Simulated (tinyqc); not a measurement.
Abrupt p-n junction, non-linear Poisson equation by Newton steps: one step of the calculation.

One dimension, p side on the left, n side on the right; net doping C = -Na for x < 0 and +Nd for x > 0. The potential psi is counted from the intrinsic level, and the quasi-Fermi potentials are flat: 0 for holes and -V for electrons, so n = ni exp((psi + V)/Vt) and p = ni exp(-psi/Vt) (Boltzmann statistics, full ionisation, no current).

Question. Densities, residual and Jacobian diagonal. n_i = ni exp((psi_i + V)/Vt), p_i = ni exp(-psi_i/Vt), rho_i = p_i - n_i + C_i, g_i = (n_i + p_i)/Vt. Box widths w_i = (h_(i-1) + h_i)/2 in cm. Residual F_i = a_i (psi_(i+1) - psi_i) - a_(i-1) (psi_i - psi_(i-1)) + q rho_i w_i; Jacobian: a_(i-1) and a_i beside the diagonal, b_i = -a_(i-1) - a_i - q g_i w_i on it. The two end nodes are fixed.

Inputs (values chosen for the exercise):
```
symbol,value,unit,meaning
T,450,K,temperature
V,0.61,V,bias of the p side against the n side
```

Constants: q = 1.602176634e-19 C, kB = 1.380649e-23 J/K, Vt = kB T/q. Results are converted to the units shown.

x, node 0 to 15 (nm): [-97, -67.5, -45.7, -29.6, -17.7, -8.9, -2.4, 2.4, 7.67, 13.5, 19.8, 26.8, 34.4, 42.8, 52, 62.1]
coupling a_i, interval 0 to 14 (F/cm^2): [2.7913202e-7, 3.7772453e-7, 5.1145308e-7, 6.9196594e-7, 9.3572667e-7, 1.2668299e-6, 1.7154989e-6, 1.5625037e-6, 1.4124176e-6, 1.3070468e-6, 1.1763421e-6, 1.0834730e-6, 9.8028508e-7, 8.9504290e-7, 8.1528660e-7]
psi at the start, node 0 to 15 (V): [-0.50501201, -0.50501201, -0.50501201, -0.50501201, -0.46313390, -0.37201465, -0.27181547, -0.18537278, -0.11747880, -0.08266241, -0.08046003, -0.08046003, -0.08046003, -0.08046003, -0.08046003, -0.08046003]
net doping C, node 0 to 15 (cm^-3): [-3.4e17, -3.4e17, -3.4e17, -3.4e17, -3.4e17, -3.4e17, -3.4e17, 6.4e17, 6.4e17, 6.4e17, 6.4e17, 6.4e17, 6.4e17, 6.4e17, 6.4e17, 6.4e17]
ni = 7.5091948e11 cm^-3

Give: n; p; residual F; diagonal b.

Answer.

n, node 0 to 15 (cm^-3): [1.1257e13, 1.1257e13, 1.1257e13, 1.1257e13, 3.3145e13, 3.4747e14, 4.6036e15, 4.2777e16, 2.4637e17, 6.0466e17, 6.4000e17, 6.4000e17, 6.4000e17, 6.4000e17, 6.4000e17, 6.4000e17]
p, node 0 to 15 (cm^-3): [3.4000e17, 3.4000e17, 3.4000e17, 3.4000e17, 1.1547e17, 1.1015e16, 8.3137e14, 8.9470e13, 1.5535e13, 6.3295e12, 5.9801e12, 5.9801e12, 5.9801e12, 5.9801e12, 5.9801e12, 5.9801e12]
residual F, node 1 to 14 (in units of 1e-8 C/cm^2): [-0.0005, -0.0003, 2.8976, 1.9046, 0.1307, -0.9762, 0.5977, -2.1906, -4.2862, -0.2878, 0.0001, 0.0001, 0.0001, 0.0001]
diagonal b, node 1 to 14 (F/cm^2): [-4.2602e-6, -3.5513e-6, -3.1702e-6, -2.1216e-6, -2.2385e-6, -2.9950e-6, -3.3672e-6, -3.5399e-6, -4.2347e-6, -4.2418e-6, -4.1901e-6, -4.1792e-6, -4.2023e-6, -4.2621e-6]

Computed by the program tinyqc: `OMP_NUM_THREADS=1 python tinyqc.py 2000129 2000130 out.jsonl`, one thread of a shared Intel Xeon 2.30GHz, about 0.02 s for the whole run.
